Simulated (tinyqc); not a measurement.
Inside a calculation. Method: Pariser-Parr-Pople SCF with singles CI, for the molecule O=CC1=CC(=O)C=CC1=O (SMILES; centres numbered as the heavy atoms are written). One step of it, computed by the program tinyqc.

Question. Singles CI, singlets. Over the 9 single excitations with the smallest orbital gaps: A = (e_a - e_i) delta + 2 (ia|jb) - (ij|ab), with (pq|rs) = sum c_mp c_mq gamma_mn c_nr c_ns. f = 2/3 w |mu|^2 in atomic units, mu = sqrt2 sum c_ia sum_m c_mi c_ma R_m.

orbital energies (eV): -17.347056  -15.497960  -14.893717  -13.058891  -12.184337  -4.661917  -2.054960  0.027823  0.694320  2.787238

coefficients:
```
          MO1        MO2        MO3        MO4        MO5        MO6        MO7        MO8
1O   0.154368  -0.282860   0.525684   0.482469   0.271342  -0.202909  -0.353189   0.222194
2C   0.214102  -0.259080   0.419652   0.194246   0.066288   0.133755   0.419397  -0.368810
3C   0.433761  -0.249885   0.213037  -0.353732  -0.288858   0.335234   0.293224   0.128877
4C   0.371200   0.059974   0.203118  -0.402590  -0.326933  -0.395959  -0.423601  -0.303416
5C   0.369570   0.455965   0.070428  -0.010494   0.066618  -0.339180   0.076343   0.366653
6O   0.289434   0.562686   0.110288  -0.065209   0.521890   0.421345  -0.054082  -0.202820
7C   0.285607   0.223788  -0.202097   0.466712  -0.311060  -0.237452   0.444773   0.084368
8C   0.285808   0.005384  -0.322567   0.450036  -0.286159   0.286834  -0.393673  -0.388414
9C   0.377476  -0.303775  -0.331875  -0.046765   0.110664   0.280816  -0.210125   0.525431
10O  0.279807  -0.346294  -0.434455  -0.124035   0.513767  -0.402098   0.168044  -0.310333

           MO9       MO10
1O   -0.288763  -0.121427
2C    0.510759   0.279507
3C   -0.313516  -0.426844
4C   -0.051637   0.342701
5C    0.505746  -0.367315
6O   -0.261180   0.144982
7C   -0.391200   0.313950
8C    0.166391  -0.337656
9C    0.195379   0.450997
10O  -0.109048  -0.188619
```

repulsion gamma_rs (eV), lower triangle:
```
            1O         2C         3C         4C         5C         6O         7C         8C
1O   15.200000
2C    8.106960  11.130000
3C    5.413228   7.552927  11.130000
4C    3.728848   5.239509   7.554164  11.130000
5C    2.896535   3.670042   5.239509   7.552927  11.130000
6O    2.331956   2.896535   3.728848   5.413228   8.106960  15.200000
7C    2.788273   3.276863   4.669497   5.239347   7.554389   5.414078  11.130000
8C    3.317712   3.669905   5.239347   4.667729   5.238747   3.728676   7.554164  11.130000
9C    4.790467   5.239347   7.554389   5.238747   4.668064   3.317991   5.239509   7.552927
10O   5.531316   4.790899   5.414078   3.728676   3.317991   2.535670   3.728848   5.413228

            9C        10O
9C   11.130000
10O   8.106960  15.200000
```

Centres (angstrom, eV; a flat drawing with bonds scaled to 1.40 angstrom):
```
centre          x          y  core charge z          W   gamma_rr
1O      -2.968000  -0.786000              1  17.700000  15.200000
2C      -1.693000  -1.363000              1  11.160000  11.130000
3C      -0.555000  -0.547000              1  11.160000  11.130000
4C       0.720000  -1.125000              1  11.160000  11.130000
5C       1.858000  -0.309000              1  11.160000  11.130000
6O       3.133000  -0.886000              1  17.700000  15.200000
7C       1.720000   1.084000              1  11.160000  11.130000
8C       0.445000   1.662000              1  11.160000  11.130000
9C      -0.693000   0.846000              1  11.160000  11.130000
10O     -1.968000   1.423000              1  17.700000  15.200000
```

Give: singlet CI matrix; singlet excitation energies; oscillator strengths.

Answer.

singlet CI matrix (eV), lower triangle:
```
         5>6      4>6      5>7      3>6      2>6      4>7     5>8      1>6
5>6   4.6483
4>6   0.0279   3.5663
5>7  -0.1080  -0.2079   5.5219
3>6  -0.0425   0.4589   0.1018   5.7281
2>6   0.0058  -0.3501  -0.0903   0.1059   6.6384
4>7   0.5812   0.1579  -0.0747  -0.3239  -0.1251   6.6025
5>8  -0.0566  -0.0818  -0.1392  -0.1020  -0.1678   0.3669  7.4579
1>6   0.1754   0.1509  -0.0169   0.0471  -0.0416  -0.0431  0.0123   7.7510
3>7  -0.0762  -0.2266   0.2068  -0.2239  -0.0590   0.2135  0.0459  -0.0378

        3>7
3>7  8.1618
```

singlet excitation energies (eV): 3.3801  4.4616  5.4977  5.7300  6.6015  6.7181  7.6446  7.7690  8.2735

oscillator strengths: 0.0106  1.1500  0.0092  0.1130  0.7881  0.8201  0.1320  0.0793  0.1033
